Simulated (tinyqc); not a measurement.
# Bulk transistor, scale length and short-channel effects, step by step

Computed by the program tinyqc: `OMP_NUM_THREADS=1 python tinyqc.py 2420116 2420117 out.jsonl`, one thread of a shared Intel Xeon 2.30GHz, about 0.01 s for the whole run. Printed values are rounded.

A gate, an insulator of thickness ti and a depleted layer of depth ts on a conducting body. Below threshold the potential that source and drain add obeys Laplace's equation and vanishes on the gate and at the bottom of the depleted layer. Its lowest mode decays along the channel as exp(-k y); k is the smallest positive root of the matching condition at the interface, and the scale length is Lambda = pi/k.

Inputs (values chosen for the exercise); permittivities: semiconductor close to that of In0.53Ga0.47As, insulator close to that of hafnium oxide: temperature T = 300 K; relative permittivity of the semiconductor eps_r = 13.8; relative permittivity of the insulator ei = 23.1; insulator thickness ti = 15 nm; depletion depth ts = 30 nm; channel length L = 86 nm; potential of the source Vbi = 0.97 V; potential of the barrier top at threshold sT = 0.43 V; long-channel threshold VTL = 0.46 V; long-channel body factor m = 1.3; drain voltage Vds = 0.7 V.

Constants: q = 1.602176634e-19 C, kB = 1.380649e-23 J/K, Vt = kB T/q. Results are converted to the units shown.

## Scan of the matching condition

k, point 0 to 7 (1/nm): 0.01125  0.0225  0.03375  0.045  0.05625  0.0675  0.07875  0.09

f(k) = eps_r sin(k ti) cos(k ts) + ei cos(k ti) sin(k ts).

f(k), point 0 to 7: 9.72739  17.18828  20.67981  19.48514  14.04879  5.86098  -2.91978  -10.01118

The first change of sign lies between k = 0.0675 and 0.07875 1/nm.

## Iteration 1: decay constant by Newton steps

k at the start = 0.0675 1/nm

f(k) = eps_r sin(k ti) cos(k ts) + ei cos(k ti) sin(k ts); f' by a central difference with +/- 1e-5 1/nm; k(new) = k - f/f'.

f = 5.860982
f' = -788.8065 nm
k after iteration 1 = 0.07493019 1/nm

## Iteration 2: decay constant by Newton steps

As before.

f = -0.01751862
f' = -778.1957 nm
k after iteration 2 = 0.07490768 1/nm

## Course of the iteration: decay constant by Newton steps

Stop when k changes by less than 1e-10 1/nm, or after 30 iterations.

Course of the iteration:
```
iteration	k (1/nm)	|change| (1/nm)
1	0.07493019	7.43e-3
2	0.07490768	2.25e-5
3	0.07490768	2.47e-9
4	0.07490768	< 1e-15
```

Converged in 4 iterations. The change falls from 0.0074 in the first iteration to below the tolerance in the last.

## Scale length against simple estimates

k = 0.07490768 1/nm

Lambda = pi/k and l = 1/k. A parabolic potential across the structure gives l(parabolic) = sqrt((eps_r/ei) ts ti).

Lambda = 41.93953 nm
l = 13.34977 nm
l(parabolic) = 16.39607 nm

The parabolic estimate is 23 % above l.

## Threshold shift, barrier position and swing

Along the channel psi(y) = s + a exp(y/l) + b exp(-y/l) with psi(0) = Vbi, psi(L) = Vbi + Vds and l = 1/k = Lambda/pi; with A = Vbi - s, B = A + Vds, x = exp(-L/l): a = (B - A x) x/(1 - x^2), b = (A - B x)/(1 - x^2). The minimum is s + 2 sqrt(a b), at y = (l/2) ln(b/a). The long-channel potential follows the gate as s = sT + (Vg - VTL)/m, and the threshold VT is the gate voltage at which the minimum equals sT. Swing = m Vt ln 10/g at threshold, g = d(minimum)/ds = 1 - (b x + a)/((1 + x) sqrt(a b)).

s at threshold = 0.3586750 V
a = 0.002087553 V
b = 0.6092375 V
position of the minimum = 37.88808 nm
VT = 0.3672774 V
swing = 84.63003 mV/decade

The threshold lies 92.7 mV below the long-channel value, and the barrier top sits at 0.44 L from the source.
